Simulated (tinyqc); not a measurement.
## Gate sheet resistance from two finger widths

Inverse problem. At low frequency R = Rsh Wf/(3 L) + B/Wf, where B collects the channel and vertical terms. Find Rsh, B and the width of lowest R.

Parameters, values chosen for the exercise: channel length L = 0.49 um.

input resistance of single fingers, contacted at one end, of width 0.63 and 9 um (ohm): 117.24286  50.244898

Answer. R Wf is a straight line in Wf^2; the minimum of R lies where both terms are equal.

Rsh = 6.90 ohm/square
B = 72.0 ohm um
width of lowest R = 3.92 um

Program tinyqc, `OMP_NUM_THREADS=1 python tinyqc.py 2262043 2262044 out.jsonl`; Intel Xeon 2.30GHz, shared host, one thread, about 0.01 s.
